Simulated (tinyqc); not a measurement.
Raman shift of the zone-centre optical phonon of a diamond-structure crystal under stress: one step, computed by the program tinyqc.

Axes x, y, z are the cube axes. Strain shifts the threefold optical mode and can split it; p, q and r are the phonon deformation potentials.

Question. Heating mistaken for stress. A temperature above 300 K shifts the line by (d omega/dT)(T - 300 K); divided by the shift per stress it poses as a stress; the total shift adds it to the shift of the observed line. The anti-Stokes to Stokes ratio is [(omega_L + omega_0)/(omega_L - omega_0)]^3 exp(-h c omega_0/(k_B T)) in photon counts, omega_L = 1/wavelength, resonance effects left out.

Inputs (values chosen for the exercise, for a model crystal):

| quantity | value | unit |
|---|---|---|
| unstrained frequency omega_0 | 637 | 1/cm |
| temperature coefficient d omega/dT | -0.014 | 1/(cm K) |
| local temperature T | 310 | K |
| laser wavelength | 514.5 | nm |

Stress state: hydrostatic. Axis: none.

shift per stress = -2.722453 1/(cm GPa)

shift of the observed line = -1.061757 1/cm

Constants: h = 6.62607015e-34 J s; c = 299792458 m/s; k_B = 1.380649e-23 J/K.

Give: thermal shift; apparent stress from heating; total shift; anti-Stokes/Stokes ratio.

Answer.

thermal shift = -0.14 1/cm

apparent stress from heating = 0.05142 GPa

total shift = -1.202 1/cm

anti-Stokes/Stokes ratio = 0.06331

Caution: this stress has components normal to the (001) face, so it cannot reach a free (001) surface; it can act on buried material.
